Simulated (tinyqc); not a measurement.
From results back to parameters: periodic multilayer mirror for extreme ultraviolet light. Two cases, with inputs chosen for the exercise.

Problem. With a mean index 1 - dm the Bragg wavelength is lam_B = 2 L sqrt((1 - dm)^2 - sin^2 theta). It is given at 0 degrees and at th2; L and dm are hidden. Then the absorber share is Gm = (dm - delta_S)/(delta_A - delta_S), with the first entries of dS and dA; L is the period.

Case 1.

Values chosen (out of a larger set: optical constants near those of Mo and Si at 13.5 nm; not measured data): th2 = 10 degrees (second angle); dA = (0.076, 0.00603) (delta and beta of the absorber, N = 1 - delta + i beta); dS = (0.0008, 0.00176) (delta and beta of the spacer and the substrate).

lam_B at 0 = 13.589958 nm
lam_B at th2 = 13.371376 nm

Case 2.

Values chosen (out of a larger set: optical constants near those of Mo and Si at 13.5 nm; not measured data): th2 = 20 degrees (second angle); dA = (0.0789, 0.00674) (delta and beta of the absorber, N = 1 - delta + i beta); dS = (0.0008, 0.00184) (delta and beta of the spacer and the substrate).

lam_B at 0 = 13.357500 nm
lam_B at th2 = 12.508687 nm

Find: L; dm; Gm.

Solution. The difference of the squares is 4 L^2 sin^2(th2); then 1 - dm = lam_B(0)/(2 L).

Case 1.

L = 6.990 nm
dm = 0.0279
Gm = 0.36

Case 2.

L = 6.850 nm
dm = 0.0250
Gm = 0.31

Computed by tinyqc, one run a case: `OMP_NUM_THREADS=1 python tinyqc.py N N+1 out.jsonl` with N = 1681503, 1681515; one thread of a shared Intel(R) Xeon(R) Processor @ 2.30GHz, about 0.01 s a run at most.
